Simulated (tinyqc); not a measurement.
Fully depleted semiconductor-on-insulator film with two gates, non-linear Poisson equation by Newton steps: threshold and coupling against the insulator thickness.

One dimension across the film, front interface at x = 0, back interface at x = ts. psi is counted from the intrinsic level, n = ni exp(psi/Vt) (source grounded), holes neglected, acceptors ionised. Gates act through Cox = eps0 eox/tox and Cbox = 3.9 eps0/tb with potentials G1 = Vg - (phiM - chi - Vt ln(Nc/ni)) and G2 = Vb - (phiB - chi - Vt ln(Nc/ni)). Classical Boltzmann densities, no interface charge, no depletion in the back plane.

ni = sqrt(Nc Nv) exp(-Eg/(2 Vt)), Eg in volts. The Poisson equation eps0 eps_r d2psi/dx2 = q (n + Na), with -eps0 eps_r dpsi/dx = Cox (G1 - psi) at x = 0 and eps0 eps_r dpsi/dx = Cbox (G2 - psi) at x = ts, is solved on 300 equal intervals with half boxes at both ends; N_inv is the trapezoid sum of n. VT is the Vg for N_inv = 1e11 cm^-2; -dVT/dVb from the linearised equation. Limits with Cs = eps0 eps_r/ts: front channel Cs Cbox/(Cox (Cs + Cbox)), back channel Cbox (Cox + Cs)/(Cox Cs). Swing at N_inv = 1e8 cm^-2.

Values chosen for this exercise; band and dielectric values close to those of silicon: temperature T = 300 K; band gap Eg = 1.14 eV; relative permittivity eps_r = 11.6; conduction-band density of states at T Nc = 2.78e19 cm^-3; valence-band density of states at T Nv = 2.61e19 cm^-3; electron affinity chi = 4.05 eV; relative permittivity of the gate insulator (close to zirconium oxide) eox = 25.1; film thickness ts = 9.4 nm; buried-oxide thickness (eps_r 3.9) tb = 140 nm; acceptor density of the film Na = 1e15 cm^-3; work function of the front gate phiM = 4.2 eV; work function of the back plane phiB = 4.1 eV; back-gate voltage Vb = 0 V.

Constants: q = 1.602176634e-19 C, kB = 1.380649e-23 J/K, Vt = kB T/q, eps0 = 8.8541878128e-14 F/cm where lengths are in cm. Results are converted to the units shown.

The same in every row: centroid/ts at VT = 0.484.

Threshold and coupling against the insulator thickness:

| tox (nm) | VT (V) | -dVT/dVb | front-channel limit | back-channel limit | swing (mV/decade) |
|---|---|---|---|---|---|
| 3.8 | 0.0122 | 0.0145 | 0.00412 | 0.0268 | 60.5 |
| 5.3 | 0.0131 | 0.0161 | 0.00575 | 0.0285 | 60.6 |
| 7.5 | 0.0145 | 0.0185 | 0.00814 | 0.0309 | 60.7 |
| 11 | 0.0166 | 0.0224 | 0.0119 | 0.0348 | 61.0 |
| 15 | 0.0191 | 0.0268 | 0.0163 | 0.0392 | 61.2 |
| 21 | 0.0229 | 0.0334 | 0.0228 | 0.0459 | 61.6 |
| 30 | 0.0285 | 0.0432 | 0.0326 | 0.0559 | 62.2 |

What does the comparison show?

As tox goes from 3.8 to 30, VT rises from 0.0122 to 0.0285 V, the centroid stays near 0.484 of ts and -dVT/dVb rises from 0.0145 to 0.0432. The coupling covers 45.7 % of the way from the front-channel to the back-channel limit in the first row and 45.8 % in the last.

Numbers from tinyqc (`OMP_NUM_THREADS=1 python tinyqc.py 2190043 2190044 out.jsonl`; about 0.3 s on one thread of a shared Intel Xeon 2.30GHz).
